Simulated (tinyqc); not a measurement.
Six-band Luttinger-Kohn model with strain: sweeps and comparisons. A value that a table varies takes the place of the one given here.

Six-band Luttinger-Kohn model in the basis |3/2,3/2>, |3/2,1/2>, |3/2,-1/2>, |3/2,-3/2>, |1/2,1/2>, |1/2,-1/2>, electron energies, zero at the top of the unstrained valence band. H = -[rows: (P+Q, -S, R, 0, -S/r2, r2 R); (-S*, P-Q, 0, R, -r2 Q, r32 S); (R*, 0, P-Q, S, r32 S*, r2 Q); (0, R*, S*, P+Q, -r2 R*, -S*/r2); (-S*/r2, -r2 Q, r32 S, -r2 R, P+Dso, 0); (r2 R*, r32 S*, r2 Q, -S/r2, 0, P+Dso)], r2 = sqrt(2), r32 = sqrt(3/2). Levels are twofold.

P = c g1 k^2 - av tr(e); Q = c g2 (kx^2 + ky^2 - 2 kz^2) - (b/2)(exx + eyy - 2 ezz); R = c sqrt3 [-g2 (kx^2 - ky^2) + 2i g3 kx ky] + (sqrt3/2) b (exx - eyy) - i d exy; S = 2 c sqrt3 g3 (kx - i ky) kz - d (exz - i eyz); c = hbar^2/2m0, e the strain tensor (not engineering shear).

s11 = (C11 + C12)/((C11 - C12)(C11 + 2 C12)), s12 = -C12/((C11 - C12)(C11 + 2 C12)), s44 = 1/C44; exx = s11 sxx + s12 (syy + szz) and cyclic, exy = s44 sxy/2; tension is positive. A uniaxial stress X along the unit vector n is s_ij = X n_i n_j.

Constants: hbar^2/2m0 = 3.80998211 eV angstrom^2.

Values chosen for the exercise (near those of Si; the results hold for these values, not for the real material): Dso = 0.043 eV (spin-orbit splitting); g1 = 4.27 (Luttinger gamma1); g2 = 0.34 (gamma2); g3 = 1.44 (gamma3); av = 2.39 eV (valence hydrostatic potential); b = -2.05 eV (tetragonal shear potential); d = -4.91 eV (trigonal shear potential); C11 = 165 GPa; C12 = 65.5 GPa; C44 = 78.4 GPa; load = uniaxial [110] (kind of stress); X1 = 0.5 GPa (size of the stress); E_h = 20 meV (hole energy below the top); X = -1.07 GPa (stress).

## Sweep of a uniaxial [110] stress

Edges at k = 0 and curvature masses of the top pair along [110] and [001] (step 0.0002 1/angstrom); at zero stress the top is fourfold and has no single curvature.

Edges and masses:

| X (GPa) | top (eV) | second (eV) | third (eV) | splitting (meV) | m [110] | m [001] |
|---|---|---|---|---|---|---|
| -2.10 | 0.0503 | -0.0558 | -0.0884 | 106.1 | 0.114 | 0.277 |
| -1.40 | 0.0310 | -0.0373 | -0.0706 | 68.3 | 0.116 | 0.276 |
| -0.70 | 0.0130 | -0.0187 | -0.0543 | 31.7 | 0.122 | 0.271 |
| 0.00 | 0.0000 | 0.0000 | -0.0430 | 0.0 | - | - |
| 0.70 | 0.0188 | 0.0013 | -0.0462 | 17.5 | 0.465 | 0.211 |
| 1.40 | 0.0378 | 0.0144 | -0.0613 | 23.4 | 0.436 | 0.207 |
| 2.10 | 0.0569 | 0.0308 | -0.0798 | 26.0 | 0.411 | 0.204 |

The splitting reaches 106.1 meV under compression and 26.0 meV under the same tension; linear shear terms alone would make the two equal, and the difference comes from the coupling to the split-off band. At the ends of the sweep the top pair has a mass along [110] of 0.114 under compression and 0.411 under tension, so compression gives the lighter holes along [110]; along [001] it has 0.277 and 0.204. The top edge itself moves by +50 and +57 meV.

## Which stress helps holes along [110]

Each load has size X1 (biaxial: sxx = syy); masses are curvatures of the top pair at k = 0.

Results:

| load | splitting (meV) | top edge (meV) | m [110] | m [001] |
|---|---|---|---|---|
| uniaxial [110], compression | 21.9 | 8.5 | 0.126 | 0.269 |
| uniaxial [110], tension | 14.2 | 13.4 | 0.474 | 0.212 |
| uniaxial [100], compression | 24.3 | 10.0 | 0.220 | 0.269 |
| uniaxial [100], tension | 15.1 | 14.3 | 0.244 | 0.217 |
| uniaxial [111], compression | 21.0 | 8.0 | 0.153 | 0.234 |
| uniaxial [111], tension | 13.8 | 13.1 | 0.353 | 0.234 |
| biaxial (001), compression | 15.1 | 2.2 | 0.217 | 0.279 |
| biaxial (001), tension | 24.3 | 22.1 | 0.269 | 0.186 |

The lightest mass along [110] (0.126) comes with uniaxial [110], compression. The largest splitting (24.3 meV) comes with uniaxial [100], compression; biaxial (001), tension. The heaviest mass along [001] (0.279), which lowers the confinement energy in a (001) channel, comes with biaxial (001), compression. The splitting per GPa follows b (s11 - s12) for loads along cube axes and d s44 for [111]: here 2 |b| (s11 - s12) = 41.2 and |d| s44/sqrt3 = 36.2 meV per GPa in the limit of large Dso; where the splitting nears Dso, mixing with the split-off band makes it depend on the sign of the load.

## Warping of the constant-energy contours (six-band Luttinger-Kohn model)

No strain (e = 0). In the plane kz = 0, |k| where the top and second pairs lie E_h below the top, against the angle from [100]; m = c k^2/E_h.

Contours:

| angle (degrees) | k top (1/angstrom) | k second (1/angstrom) | m top (m0) | m second (m0) |
|---|---|---|---|---|
| 0 | 0.0382 | 0.0329 | 0.279 | 0.206 |
| 9 | 0.0403 | 0.0321 | 0.309 | 0.196 |
| 18 | 0.0456 | 0.0309 | 0.396 | 0.182 |
| 27 | 0.0551 | 0.0301 | 0.578 | 0.173 |
| 36 | 0.0718 | 0.0296 | 0.981 | 0.167 |
| 45 | 0.0870 | 0.0294 | 1.442 | 0.165 |

The heavy contour reaches 2.275 times as far along [110] as along [100], the light one 0.895 times. The warping follows g3 - g2 = 1.10 and would vanish for g2 = g3. Along [100] the heavy mass is 1/(g1 - 2 g2) = 0.279 at any energy, while the light one is 0.2059, against 1/(g1 + 2 g2) = 0.2020 at the edge, for E_h/Dso = 0.47.

## What each parameter does

Edges at k = 0 under a uniaxial [110] stress X and the curvature mass of the top pair along [110] (step 0.0002 1/angstrom). Each row changes one parameter from the base and keeps the others.

Results:

| case | top (eV) | second (eV) | third (eV) | mass (m0) |
|---|---|---|---|---|
| base | 0.0222 | -0.0286 | -0.0626 | 0.118 |
| av = 1.912 eV | 0.0240 | -0.0268 | -0.0609 | 0.118 |
| g2 = 0.408 | 0.0222 | -0.0286 | -0.0626 | 0.117 |
| d = -3.928 eV | 0.0171 | -0.0252 | -0.0608 | 0.120 |
| C12 = 52.4 GPa | 0.0202 | -0.0289 | -0.0628 | 0.118 |
| Dso = 0.052 eV | 0.0212 | -0.0286 | -0.0705 | 0.119 |
| C44 = 94.08 GPa | 0.0179 | -0.0257 | -0.0611 | 0.119 |
| g1 = 3.416 | 0.0222 | -0.0286 | -0.0626 | 0.131 |

The largest shifts from the base row, up to three for each result and ties (the steps differ in size, so this ranks the rows, not the parameters). top (eV): d -0.0052, C44 -0.0043, C12 -0.0020; unchanged at the printed digits by g2 and g1. second (eV): d +0.0034, C44 +0.0028, av +0.0017; unchanged at the printed digits by g2, Dso and g1. third (eV): Dso -0.0079, d +0.0018, av +0.0017; unchanged at the printed digits by g2 and g1. mass (m0): g1 +0.013, d +0.002, Dso +0.002; unchanged at the printed digits by av and C12. The Luttinger parameters multiply k^2 and cannot move the edges; av shifts all edges alike and leaves the mass.

(tinyqc, `OMP_NUM_THREADS=1 python tinyqc.py 1050866 1050867 out.jsonl`, Intel(R) Xeon(R) Processor @ 2.30GHz, 1 thread, shared host, about 0.05 s.)
